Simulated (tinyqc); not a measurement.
# Changing the segregation coefficient m = C(silicon)/C(oxide)

Model: dopant redistribution at a moving silicon-oxide interface during parabolic oxidation. Computed by tinyqc, a small Python program. Command: `OMP_NUM_THREADS=1 python tinyqc.py 3013180 3013181 out.jsonl segox sweep`. One thread of a shared host (Intel(R) Xeon(R) Processor @ 2.30GHz), about 0.02 s of CPU time with the checks.

Uniformly doped silicon is oxidised with x_ox = sqrt(B t); the interface advances into the silicon by alpha x_ox, alpha = 0.44. The dopant does not move in the oxide, and at the interface C(silicon) = m C(oxide).

Inputs (values chosen for the exercise, modelled on arsenic in silicon under dry oxygen):

| quantity | value | unit |
|---|---|---|
| dopant prefactor D0 | 9.46 | cm^2/s |
| dopant activation energy E | 4.01 | eV |
| oxidation prefactor B0 | 788 | um^2/h |
| oxidation activation energy E_B | 1.23 | eV |
| bulk doping C_B | 1.9e+17 | 1/cm^3 |
| temperature T | 1100 | C |
| time t | 1.2 | h |

Constants: k_B = 8.617333262e-05 eV/K.

Method:
- D = D0 exp(-E/(k_B T)), converted with 1 cm^2/s = 3.6e11 um^2/h; B = B0 exp(-E_B/(k_B T)); s = alpha sqrt(B/(4 D)), the interface advance over 2 sqrt(D t).
- Temperatures in kelvin are T(C) + 273.15.
- With the dopant diffusivity D and s = alpha x_ox/(2 sqrt(D t)), in the silicon C = C_B + (C_s - C_B) erfc(y/(2 sqrt(D t)))/erfc(s), y from the original surface. Dopant balance at the interface gives C_s/C_B = 1/[1 + (1/(m alpha) - 1) g], g = sqrt(pi) s exp(s^2) erfc(s).
- Consumed silicon held alpha x_ox C_B; the oxide holds x_ox times the dopant concentration in the oxide; the difference is the excess in the silicon; 1 um = 1e-4 cm.

One run for each value:

| segregation coefficient m = C(silicon)/C(oxide) | ratio C_s/C_B | concentration in the oxide (1/cm^3) | excess in the silicon (1/cm^2) |
|---|---|---|---|
| 0.05 | 0.0437 | 1.6589e+17 | -1.3996e+12 |
| 0.12 | 0.1016 | 1.6090e+17 | -1.3148e+12 |
| 0.27 | 0.2148 | 1.5116e+17 | -1.1491e+12 |
| 0.63 | 0.4376 | 1.3199e+17 | -8.2300e+11 |
| 1.5 | 0.7975 | 1.0102e+17 | -2.9630e+11 |
| 3.4 | 1.1953 | 6.6796e+16 | 2.8581e+11 |
| 7.9 | 1.5409 | 3.7059e+16 | 7.9158e+11 |
| 18 | 1.7562 | 1.8537e+16 | 1.1066e+12 |
| 43 | 1.8753 | 8.2861e+15 | 1.2810e+12 |
| 100 | 1.9290 | 3.6651e+15 | 1.3596e+12 |

Over the rows, ratio C_s/C_B rises from 0.0437 to 1.93 (exponent d ln y / d ln x 0.97 between the first rows and 0.033 between the last); concentration in the oxide (1/cm^3) falls from 1.66e17 to 3.67e15 (exponent d ln y / d ln x -0.035 between the first rows and -0.97 between the last); excess in the silicon (1/cm^2) rises from -1.40e12 to 1.36e12. At the low end the exponent of ratio C_s/C_B is 0.97, close to 1: here C_s/C_B is close to m alpha/g. At the high end the exponent of ratio C_s/C_B is 0.03, close to 0: almost all dopant is rejected already. The ratio passes 1 and the excess changes sign at m = 1/alpha = 2.27.

Caution (all rows): in this case the oxide is not much thicker than a typical Deal-Grove length A, so real growth is slower than parabolic. Caution (all rows): parabolic growth needs an oxide much thicker than the Deal-Grove length A, which fails for thin films and low temperatures; oxidation-enhanced or retarded diffusion is ignored.
